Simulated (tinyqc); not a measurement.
Inside a calculation. Method: LCCD on RHF in the sto-3g basis, for H2, spin multiplicity 1. One step of it, computed by the program tinyqc.

Question. Iteration 3 (converged): orbitals. Diagonalise F' = X^T F X, C = X C', fill 1 alpha and 1 beta electrons from the bottom; D = 2 C_occ C_occ^T. Each column has its largest component positive (the first on a tie).

converged F (hartree):
```
           1H 1s      2H 1s
1H 1s  -0.353029  -0.583134
2H 1s  -0.583134  -0.353029
```

X:
```
           1H 1s      2H 1s
1H 1s   1.228859  -0.449142
2H 1s  -0.449142   1.228859
```

Give: F' = X^T F X; orbital energies; coefficients C; D after iteration 3.

Answer.

F' = X^T F X (hartree):
```
        1       2
1   0.039  -0.609
2  -0.609   0.039
```

orbital energies (hartree): MO1 -0.569, MO2 0.648

coefficients C:
```
         MO1     MO2
1H 1s  0.551   1.187
2H 1s  0.551  -1.187
```

D after iteration 3:
```
       1H 1s  2H 1s
1H 1s  0.608  0.608
2H 1s  0.608  0.608
```
